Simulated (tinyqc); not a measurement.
## Mobility and threshold from two currents

Inverse problem. In the linear region I = mu Cox (W/L) [(Vgs - VT) Vds - m Vds^2/2], Cox = eps0 eox/tox. Find mu and VT.

Inputs (values chosen for the exercise): relative permittivity of the gate insulator eox = 22.5; insulator thickness tox = 33 nm; gate width W = 1 um; gate length L = 0.5 um.

Constants: eps0 = 8.8541878128e-14 F/cm where lengths are in cm. Results are converted to the units shown.

I at Vgs = 1.36 and 1.86 V, Vds = 0.05 V (uA): [9.5163484, 22.193936]
m = 1.0181953

Solution. The slope dI/dVgs is mu Cox (W/L) Vds; the line meets zero current at VT + m Vds/2.

mu = 420.0 cm^2/(V s)
VT = 0.9592 V

tinyqc, about 0.06 s, one thread, Intel Xeon 2.30GHz (shared host): `OMP_NUM_THREADS=1 python tinyqc.py 2360157 2360158 out.jsonl`
